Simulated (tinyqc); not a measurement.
Free-carrier optics of a doped semiconductor (Drude model with one polar phonon): one step. Optical constants. Four cases, with inputs chosen for the exercise.

Question. Convert eps at the photon energy E (in meV) into the optical constants.

n + i k = sqrt(eps1 + i eps2) with k >= 0; R = ((n - 1)^2 + k^2)/((n + 1)^2 + k^2) at normal incidence from vacuum; alpha = 2 E k/(hbar c), times 1e8 for 1/cm; loss function Im(-1/eps) = eps2/(eps1^2 + eps2^2).

Constants: hbar c = 1973.269805 eV angstrom.

Give: n; k; R; alpha.

Case 1.

Values chosen (out of a larger set: mass and dielectric values near those of InP; N and mu are free inputs; interband absorption and the rise of the mass with filling are left out; not measured data): E = 160.3 meV (photon energy).

eps = 6.940535+0.110023i

Answer.

n = 2.6346
k = 0.0209
R = 0.2023
alpha = 339 1/cm

Light of this energy penetrates 1/alpha = 29.5 micrometre.

Case 2.

Values chosen (out of a larger set: mass and dielectric values near those of GaP; N and mu are free inputs; interband absorption and the rise of the mass with filling are left out; not measured data): E = 89.7 meV (photon energy).

eps = -7.600501+3.103044i

Answer.

n = 0.5518
k = 2.8116
R = 0.7860
alpha = 2.56e+04 1/cm

Light of this energy penetrates 1/alpha = 0.391 micrometre.

Case 3.

Values chosen (out of a larger set: mass and dielectric values near those of GaP; N and mu are free inputs; interband absorption and the rise of the mass with filling are left out; not measured data): E = 100.4 meV (photon energy).

eps = 5.232310+1.408885i

Answer.

n = 2.3077
k = 0.3053
R = 0.1634
alpha = 3.11e+03 1/cm

Light of this energy penetrates 1/alpha = 3.22 micrometre.

Case 4.

Values chosen (out of a larger set: mass and dielectric values near those of InAs; N and mu are free inputs; interband absorption and the rise of the mass with filling are left out; not measured data): E = 40.8 meV (photon energy).

eps = 5.852689+0.852614i

Answer.

n = 2.4256
k = 0.1758
R = 0.1754
alpha = 727 1/cm

Light of this energy penetrates 1/alpha = 13.8 micrometre.

Computed by tinyqc, one run a case: `OMP_NUM_THREADS=1 python tinyqc.py N N+1 out.jsonl` with N = 1652658, 1680393, 1680423, 1680481; one thread of a shared Intel(R) Xeon(R) Processor @ 2.30GHz, about 0.01 s a run at most.
